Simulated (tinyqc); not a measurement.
Inside a calculation: phonon-assisted absorption at an indirect gap. Values are carried at full precision from step to step, so a last printed digit may differ when a step is redone from the rounded ones.

alpha(E) = sum_j A_j [N_j (E - Eg + w_j)^2 + (N_j + 1)(E - Eg - w_j)^2], each bracket counted only where its base is positive; N_j = 1/(exp(w_j/kB T) - 1). The first term absorbs a phonon and the second emits one; excitons and direct transitions are left out.

Constants: kB = 8.617333262e-05 eV/K.

Values chosen for the exercise (loosely those of Si at room temperature; Eg is not tied to T; not measured data):
- Eg = 1.126 eV (indirect gap, held fixed unless listed)
- w = (56.4, 19.3) meV (two zone-edge phonons)
- A = (2500, 680) 1/(cm eV^2) (their strengths)
- T = 300 K
- E = 1.201 eV (photon energy)
- nr = 3.63 (refractive index)
- d = 0.59 micrometre (thickness)
- xj = 0.42 micrometre (dead layer at the surface)
- W = 6 micrometre (depleted width)
- L = 18 micrometre (minority diffusion length below it)

## The four branches at one energy

Evaluate the occupations and each term.

N_j: [0.1272, 0.9011]

terms with phonon absorption (1/cm): [5.491, 5.449]

terms with phonon emission (1/cm): [0.9749, 4.011]

alpha = 15.93 1/cm
wavelength hc/E (hc = 1239.841984 eV nm) = 1032.3 nm

Phonon absorption supplies 68.7 % of alpha; the depth 1/alpha is 628 micrometre.

## What a slab does with it

Slab of thickness d in air, incoherent passes: R = ((nr - 1)/(nr + 1))^2, x = exp(-alpha d); transmitted Tr = (1 - R)^2 x/(1 - R^2 x^2), reflected Rt = R + (1 - R)^2 R x^2/(1 - R^2 x^2), absorbed Ab = (1 - R)(1 - x)/(1 - R x).

d in cm is 1e-4 times the value in micrometres.

R = 0.3227
x = 0.9991
Tr = 0.5115
Rt = 0.4876
Ab = 0.0009

A single pass would absorb (1 - R)(1 - x) = 0.0006; the back face adds 0.0003.

## Quantum efficiency of a diode

Photodiode (Gaertner form with a dead layer): QE = (1 - R) exp(-alpha xj) [1 - exp(-alpha W)/(1 + alpha L)], R = ((nr - 1)/(nr + 1))^2; responsivity = QE/E in A/W for E in eV.

Evaluate the factors; 1 micrometre = 1e-4 cm.

passes the dead layer = 0.9993
collected share = 0.0371
QE = 0.0251
responsivity = 0.0209 A/W

Without diffusion from below the collected share would be 0.0095.

## Checks

- Tr + Rt + Ab against 1: both 1.000000.

Computed by tinyqc, a small Python program: `OMP_NUM_THREADS=1 python tinyqc.py 1652245 1652246 out.jsonl` (the numbers bound the seed that draws the inputs); one thread of a shared host (Intel(R) Xeon(R) Processor @ 2.30GHz), about 0.01 s for the whole set of steps.
